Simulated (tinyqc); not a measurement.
Worked calculation: CCSD on RHF in the sto-3g basis, frozen core, for BeH+, spin multiplicity 1. Computed by tinyqc, a small Python program that keeps every step (integrals from PySCF). Settings: charge = 1, multiplicity = 1, basis = sto-3g, method = RHF, frozen orbitals = 1, energy threshold = 1e-10, iteration cap = 64, orthogonalisation = symmetric, start = core, DIIS depth = 6, amplitude equations = CCSD, DIIS depth for amplitudes = 0, cap on updates = 69. Command: `OMP_NUM_THREADS=1 python tinyqc.py 22036 22037 out.jsonl` (the two numbers bound the seeds that draw the settings). One thread of a shared host (Intel(R) Xeon(R) Processor @ 2.60GHz), about 0.4 s of CPU time with the checks. The early iterations of the SCF are left out here.

## One-electron integrals

Geometry (angstrom):

| atom | x | y | z |
|---|---|---|---|
| Be | 0.00000 | 0.00000 | 0.00000 |
| H | 0.00000 | 0.00000 | 1.49500 |

Basis sto-3g: exponents (1/bohr^2) and contraction coefficients of normalised primitives:

| element | l (shell) | exponent | coefficient |
|---|---|---|---|
| Be | s (1) | 30.16787 | 0.15433 |
| Be | s (1) | 5.49512 | 0.53533 |
| Be | s (1) | 1.48719 | 0.44463 |
| Be | s (2) | 1.31483 | -0.09997 |
| Be | s (2) | 0.30554 | 0.39951 |
| Be | s (2) | 0.09937 | 0.70012 |
| Be | p (3) | 1.31483 | 0.15592 |
| Be | p (3) | 0.30554 | 0.60768 |
| Be | p (3) | 0.09937 | 0.39196 |
| H | s (1) | 3.42525 | 0.15433 |
| H | s (1) | 0.62391 | 0.53533 |
| H | s (1) | 0.16886 | 0.44463 |

Overlap, kinetic and nuclear-attraction integrals over the contracted functions; the nuclear repulsion is the sum of Za Zb / Rab.

nuclear repulsion = 1.4158588 hartree

overlap S:
```
          1Be 1s   1Be 2s  1Be 2px  1Be 2py  1Be 2pz    2H 1s
1Be 1s   1.00000  0.25952  0.00000  0.00000  0.00000  0.04942
1Be 2s   0.25952  1.00000  0.00000  0.00000  0.00000  0.39887
1Be 2px  0.00000  0.00000  1.00000  0.00000  0.00000  0.00000
1Be 2py  0.00000  0.00000  0.00000  1.00000  0.00000  0.00000
1Be 2pz  0.00000  0.00000  0.00000  0.00000  1.00000  0.47863
2H 1s    0.04942  0.39887  0.00000  0.00000  0.47863  1.00000
```

kinetic energy T (hartree):
```
           1Be 1s    1Be 2s  1Be 2px  1Be 2py  1Be 2pz     2H 1s
1Be 1s    6.69397  -0.03301  0.00000  0.00000  0.00000  -0.01341
1Be 2s   -0.03301   0.21111  0.00000  0.00000  0.00000   0.04735
1Be 2px   0.00000   0.00000  0.66059  0.00000  0.00000   0.00000
1Be 2py   0.00000   0.00000  0.00000  0.66059  0.00000   0.00000
1Be 2pz   0.00000   0.00000  0.00000  0.00000  0.66059   0.14523
2H 1s    -0.01341   0.04735  0.00000  0.00000  0.14523   0.76003
```

nuclear attraction V (hartree):
```
            1Be 1s    1Be 2s   1Be 2px   1Be 2py   1Be 2pz     2H 1s
1Be 1s   -14.91506  -1.99111   0.00000   0.00000  -0.01446  -0.37899
1Be 2s    -1.99111  -2.65240   0.00000   0.00000  -0.13025  -1.02928
1Be 2px    0.00000   0.00000  -2.60088   0.00000   0.00000   0.00000
1Be 2py    0.00000   0.00000   0.00000  -2.60088   0.00000   0.00000
1Be 2pz   -0.01446  -0.13025   0.00000   0.00000  -2.70006  -1.21562
2H 1s     -0.37899  -1.02928   0.00000   0.00000  -1.21562  -2.63662
```

core Hamiltonian H = T + V (hartree):
```
           1Be 1s    1Be 2s   1Be 2px   1Be 2py   1Be 2pz     2H 1s
1Be 1s   -8.22108  -2.02412   0.00000   0.00000  -0.01446  -0.39240
1Be 2s   -2.02412  -2.44129   0.00000   0.00000  -0.13025  -0.98193
1Be 2px   0.00000   0.00000  -1.94029   0.00000   0.00000   0.00000
1Be 2py   0.00000   0.00000   0.00000  -1.94029   0.00000   0.00000
1Be 2pz  -0.01446  -0.13025   0.00000   0.00000  -2.03946  -1.07040
2H 1s    -0.39240  -0.98193   0.00000   0.00000  -1.07040  -1.87658
```

## Two-electron integrals

Functions are numbered as in S; the eight-fold symmetry (ij|kl) = (ji|kl) = (kl|ij) leaves the list below.

Two-electron integrals (ij|kl) in chemists' order, unique and non-zero (hartree):
```
(11|11) 2.29883   (21|11) 0.39204   (21|21) 0.07954   (22|11) 0.57099
(22|21) 0.14304   (22|22) 0.41768   (31|31) 0.01461   (32|31) 0.02189
(32|32) 0.09226   (33|11) 0.56958   (33|21) 0.14308   (33|22) 0.41759
(33|33) 0.44986   (41|41) 0.01461   (42|41) 0.02189   (42|42) 0.09226
(43|43) 0.02425   (44|11) 0.56958   (44|21) 0.14308   (44|22) 0.41759
(44|33) 0.40136   (44|44) 0.44986   (51|51) 0.01461   (52|51) 0.02189
(52|52) 0.09226   (53|53) 0.02425   (54|54) 0.02425   (55|11) 0.56958
(55|21) 0.14308   (55|22) 0.41759   (55|33) 0.40136   (55|44) 0.40136
(55|55) 0.44986   (61|11) 0.07372   (61|21) 0.01495   (61|22) 0.02711
(61|33) 0.02692   (61|44) 0.02692   (61|51) 0.00132   (61|52) 0.00249
(61|55) 0.02751   (61|61) 0.00295   (62|11) 0.18463   (62|21) 0.04696
(62|22) 0.15014   (62|33) 0.14438   (62|44) 0.14438   (62|51) 0.00614
(62|52) 0.03817   (62|55) 0.16153   (62|61) 0.00977   (62|62) 0.08142
(63|31) 0.00424   (63|32) 0.02001   (63|53) 0.00655   (63|63) 0.00732
(64|41) 0.00424   (64|42) 0.02001   (64|54) 0.00655   (64|64) 0.00732
(65|11) 0.20027   (65|21) 0.05155   (65|22) 0.17276   (65|33) 0.16253
(65|44) 0.16253   (65|51) 0.00994   (65|52) 0.05929   (65|55) 0.19305
(65|61) 0.01118   (65|62) 0.10639   (65|65) 0.14329   (66|11) 0.35221
(66|21) 0.09117   (66|22) 0.32711   (66|33) 0.30351   (66|44) 0.30351
(66|51) 0.01374   (66|52) 0.11114   (66|55) 0.37405   (66|61) 0.01941
(66|62) 0.22686   (66|65) 0.31429   (66|66) 0.77461
```

## Orthogonalisation

S = U s U^T; symmetric (Loewdin) form X = U s^(-1/2) U^T, so that X^T S X = 1.

eigenvalues of S: 0.36467  0.79468  1.00000  1.00000  1.17867  1.66198

X:
```
           1Be 1s    1Be 2s  1Be 2px  1Be 2py   1Be 2pz     2H 1s
1Be 1s    1.02769  -0.14470  0.00000  0.00000  -0.01067   0.02317
1Be 2s   -0.14470   1.11596  0.00000  0.00000   0.10459  -0.27650
1Be 2px   0.00000   0.00000  1.00000  0.00000   0.00000   0.00000
1Be 2py   0.00000   0.00000  0.00000  1.00000   0.00000   0.00000
1Be 2pz  -0.01067   0.10459  0.00000  0.00000   1.12240  -0.32484
2H 1s     0.02317  -0.27650  0.00000  0.00000  -0.32484   1.20846
```

## Starting guess

The start is the orbitals of the core Hamiltonian; D = 2 C_occ C_occ^T.

D at the start:
```
           1Be 1s    1Be 2s  1Be 2px  1Be 2py   1Be 2pz     2H 1s
1Be 1s    2.08836  -0.31438  0.00000  0.00000  -0.22179  -0.02876
1Be 2s   -0.31438   1.08384  0.00000  0.00000   0.87888   0.16250
1Be 2px   0.00000   0.00000  0.00000  0.00000   0.00000   0.00000
1Be 2py   0.00000   0.00000  0.00000  0.00000   0.00000   0.00000
1Be 2pz  -0.22179   0.87888  0.00000  0.00000   0.71322   0.13207
2H 1s    -0.02876   0.16250  0.00000  0.00000   0.13207   0.02453
```

## Iteration 8 (converged): orbitals

converged F (hartree):
```
           1Be 1s    1Be 2s   1Be 2px   1Be 2py   1Be 2pz     2H 1s
1Be 1s   -5.00956  -1.40795   0.00000   0.00000   0.01738  -0.27250
1Be 2s   -1.40795  -0.86469   0.00000   0.00000  -0.13081  -0.49780
1Be 2px   0.00000   0.00000  -0.13730   0.00000   0.00000   0.00000
1Be 2py   0.00000   0.00000   0.00000  -0.13730   0.00000   0.00000
1Be 2pz   0.01738  -0.13081   0.00000   0.00000  -0.29927  -0.41326
2H 1s    -0.27250  -0.49780   0.00000   0.00000  -0.41326  -0.50279
```

Diagonalise F' = X^T F X, C = X C', fill 2 alpha and 2 beta electrons from the bottom; D = 2 C_occ C_occ^T. Each column has its largest component positive (the first on a tie).

F' = X^T F X (hartree):
```
          1         2         3         4         5         6
1  -4.90076  -0.70731   0.00000   0.00000   0.01759  -0.01645
2  -0.70731  -0.49052   0.00000   0.00000   0.00453  -0.32824
3   0.00000   0.00000  -0.13730   0.00000   0.00000   0.00000
4   0.00000   0.00000   0.00000  -0.13730   0.00000   0.00000
5   0.01759   0.00453   0.00000   0.00000  -0.13479  -0.33549
6  -0.01645  -0.32824   0.00000   0.00000  -0.33549  -0.19850
```

orbital energies (hartree): MO1 -5.01239, MO2 -0.70782, MO3 -0.25993, MO4 -0.13730, MO5 -0.13730, MO6 0.25558

coefficients C:
```
              MO1       MO2       MO3      MO4       MO5       MO6
1Be 1s    0.99294  -0.19218  -0.20098  0.00000   0.00000   0.12037
1Be 2s    0.02652   0.58347   0.75623  0.00000   0.00000  -0.66383
1Be 2px   0.00000   0.00000   0.00000  0.85095  -0.52525   0.00000
1Be 2py   0.00000   0.00000   0.00000  0.52525   0.85095   0.00000
1Be 2pz  -0.00185   0.28507  -0.62456  0.00000   0.00000  -0.95132
2H 1s    -0.00255   0.49410  -0.26951  0.00000   0.00000   1.15157
```

D after iteration 8:
```
           1Be 1s    1Be 2s  1Be 2px  1Be 2py   1Be 2pz     2H 1s
1Be 1s    2.04571  -0.17161  0.00000  0.00000  -0.11325  -0.19498
1Be 2s   -0.17161   0.68229  0.00000  0.00000   0.33256   0.57645
1Be 2px   0.00000   0.00000  0.00000  0.00000   0.00000   0.00000
1Be 2py   0.00000   0.00000  0.00000  0.00000   0.00000   0.00000
1Be 2pz  -0.11325   0.33256  0.00000  0.00000   0.16253   0.28171
2H 1s    -0.19498   0.57645  0.00000  0.00000   0.28171   0.48828
```

Within a degenerate level the vectors are fixed only up to a rotation; this is one choice.

## Convergence

Stop when the energy changes by less than 1e-10 hartree and every element of the error matrix X^T (F D S - S D F) X is below 3e-06.

Course of the cycle:

| iteration | E (hartree) | change | largest element of the error matrix |
|---|---|---|---|
| 1 | -14.4880365 | - | 3.18e-01 |
| 2 | -14.6499602 | -1.62e-01 | 6.14e-02 |
| 3 | -14.6547812 | -4.82e-03 | 1.24e-02 |
| 4 | -14.6553881 | -6.07e-04 | 3.83e-03 |
| 5 | -14.6554454 | -5.73e-05 | 8.72e-05 |
| 6 | -14.6554454 | -2.52e-08 | 2.37e-05 |
| 7 | -14.6554454 | -2.22e-09 | 1.06e-07 |
| 8 | -14.6554454 | -4.97e-14 | 6.05e-09 |

PySCF RHF in the same basis = -14.6554454 hartree

Converged in 8 iterations.

## Populations, bond orders and dipole

Mulliken: Z minus the diagonal of D S on the atom; Loewdin: the same with S^(1/2) D S^(1/2); Mayer order: 2 sum_s sum (D(s) S)_ij (D(s) S)_ji over the two atoms.

Charges (e):

| atom | Mulliken | Loewdin |
|---|---|---|
| 1Be | 0.84341 | 0.87136 |
| 2H | 0.15659 | 0.12864 |

Mayer bond orders:

| pair | order |
|---|---|
| 2-1 | 0.97548 |

dipole moment about the origin, x y z (debye): 0.00000  0.00000  -2.22218

## Integrals over molecular orbitals

(pq|rs) = sum C_ip C_jq C_kr C_ls (ij|kl), one index at a time.

one-electron integrals over orbitals h = C^T H C (hartree):
```
          1         2         3         4         5         6
1  -8.21148   0.16482   0.20171   0.00000   0.00000  -0.07373
2   0.16482  -2.13961  -0.01300   0.00000   0.00000   0.19205
3   0.20171  -0.01300  -1.92798   0.00000   0.00000  -0.05303
4   0.00000   0.00000   0.00000  -1.94029   0.00000   0.00000
5   0.00000   0.00000   0.00000   0.00000  -1.94029   0.00000
6  -0.07373   0.19205  -0.05303   0.00000   0.00000  -1.62920
```

Two-electron integrals over orbitals (pq|rs), unique and non-zero (hartree); the lowest 1 orbital is frozen and left out:
```
(22|22) 0.50819    (32|22) -0.06766   (32|32) 0.04111    (33|22) 0.32052
(33|32) 0.03143    (33|33) 0.45825    (42|42) 0.04338    (43|42) 0.03184
(43|43) 0.05120    (44|22) 0.36174    (44|32) 0.02413    (44|33) 0.39571
(44|44) 0.44986    (52|52) 0.04338    (53|52) 0.03184    (53|53) 0.05120
(54|54) 0.02425    (55|22) 0.36174    (55|32) 0.02413    (55|33) 0.39571
(55|44) 0.40136    (55|55) 0.44986    (62|22) 0.04702    (62|32) -0.04863
(62|33) -0.02471   (62|44) -0.06051   (62|55) -0.06051   (62|62) 0.12163
(63|22) -0.05608   (63|32) 0.03556    (63|33) 0.05664    (63|44) 0.02221
(63|55) 0.02221    (63|62) -0.05090   (63|63) 0.05279    (64|42) -0.02889
(64|43) -0.01276   (64|64) 0.02526    (65|52) -0.02889   (65|53) -0.01276
(65|65) 0.02526    (66|22) 0.50837    (66|32) -0.06806   (66|33) 0.34865
(66|44) 0.36576    (66|55) 0.36576    (66|62) 0.07739    (66|63) -0.05770
(66|66) 0.54753
```

## CCSD: starting amplitudes

t_ij^ab = <ij||ab> / (e_i + e_j - e_a - e_b), whose energy is MP2.

Starting amplitudes (spin orbitals 1a, 1b, ...; amplitudes related by a flip of all spins are not repeated):

| from | to | t |
|---|---|---|
| 2a 2b | 6a 6b | -0.06312 |
| 2a 2b | 3a 3b | -0.04589 |
| 2a 2b | 4a 4b | -0.03802 |
| 2a 2b | 5a 5b | -0.03802 |
| 2a 2b | 3a 6b | 0.03446 |

correlation energy = -0.0162149 hartree

## CCSD: amplitude update 1

t_i^a D_i^a and t_ij^ab D_ij^ab are set to the remaining terms of the spin-orbital equations, evaluated with the old amplitudes; for the doubles these are <ij||ab> + 1/2 <ab||ef> t_ij^ef + 1/2 <mn||ij> t_mn^ab + P(ij)P(ab) <mb||ej> t_im^ae + terms in t^2 + terms with t1, D the orbital-energy denominators.

Amplitudes after update 1 (spin orbitals 1a, 1b, ...; amplitudes related by a flip of all spins are not repeated):

| from | to | t |
|---|---|---|
| 2a 2b | 6a 6b | -0.08461 |
| 2a 2b | 3a 3b | -0.05820 |
| 2a 2b | 3a 6b | 0.05184 |
| 2a 2b | 4a 4b | -0.04584 |
| 2a 2b | 5a 5b | -0.04584 |
| 2a | 3a | 0.01117 |
| 2a | 6a | 0.00324 |

correlation energy = -0.0217006 hartree

## CCSD: amplitude update 2

As before.

Amplitudes after update 2 (spin orbitals 1a, 1b, ...; amplitudes related by a flip of all spins are not repeated):

| from | to | t |
|---|---|---|
| 2a 2b | 6a 6b | -0.09147 |
| 2a 2b | 3a 3b | -0.06626 |
| 2a 2b | 3a 6b | 0.05998 |
| 2a 2b | 4a 4b | -0.04715 |
| 2a 2b | 5a 5b | -0.04715 |
| 2a | 3a | 0.01964 |
| 2a | 6a | 0.00612 |

correlation energy = -0.0237664 hartree

## CCSD: convergence

E_corr = 1/4 sum <ij||ab> t_ij^ab + 1/2 sum <ij||ab> t_i^a t_j^b; stop when the norm of the change is below 1e-8.

Course of the amplitude iterations:

| update | correlation energy (hartree) | norm of the change |
|---|---|---|
| 0 | -0.0162149 | - |
| 1 | -0.0217006 | 7.50e-02 |
| 2 | -0.0237664 | 3.39e-02 |
| 3 | -0.0246232 | 1.90e-02 |
| 4 | -0.0250195 | 1.21e-02 |
| 5 | -0.0252245 | 8.07e-03 |
| 6 | -0.0253413 | 5.52e-03 |
| 7 | -0.0254127 | 3.81e-03 |
| 8 | -0.0254586 | 2.64e-03 |
| 9 | -0.0254889 | 1.83e-03 |
| 10 | -0.0255093 | 1.27e-03 |
| 11 | -0.0255232 | 8.84e-04 |
| 12 | -0.0255327 | 6.14e-04 |
| 13 | -0.0255393 | 4.27e-04 |
| ... | ... | ... |
| 30 | -0.0255542 | 8.93e-07 |
| 31 | -0.0255542 | 6.21e-07 |
| 32 | -0.0255542 | 4.32e-07 |
| 33 | -0.0255542 | 3.01e-07 |
| 34 | -0.0255542 | 2.09e-07 |
| 35 | -0.0255542 | 1.45e-07 |
| 36 | -0.0255542 | 1.01e-07 |
| 37 | -0.0255542 | 7.04e-08 |
| 38 | -0.0255542 | 4.90e-08 |
| 39 | -0.0255542 | 3.41e-08 |
| 40 | -0.0255542 | 2.37e-08 |
| 41 | -0.0255542 | 1.65e-08 |
| 42 | -0.0255542 | 1.15e-08 |
| 43 | -0.0255542 | 7.97e-09 |

Converged amplitudes (spin orbitals 1a, 1b, ...; amplitudes related by a flip of all spins are not repeated):

| from | to | t |
|---|---|---|
| 2a 2b | 6a 6b | -0.09230 |
| 2a 2b | 3a 3b | -0.08493 |
| 2a 2b | 3a 6b | 0.07005 |
| 2a 2b | 4a 4b | -0.04680 |
| 2a 2b | 5a 5b | -0.04680 |
| 2a | 3a | 0.04068 |
| 2a | 6a | 0.01153 |

CCSD total energy = -14.6809996 hartree

T1 diagnostic, norm of the one-spin t1 over sqrt(correlated electrons) = 0.02990

Converged in 43 updates.
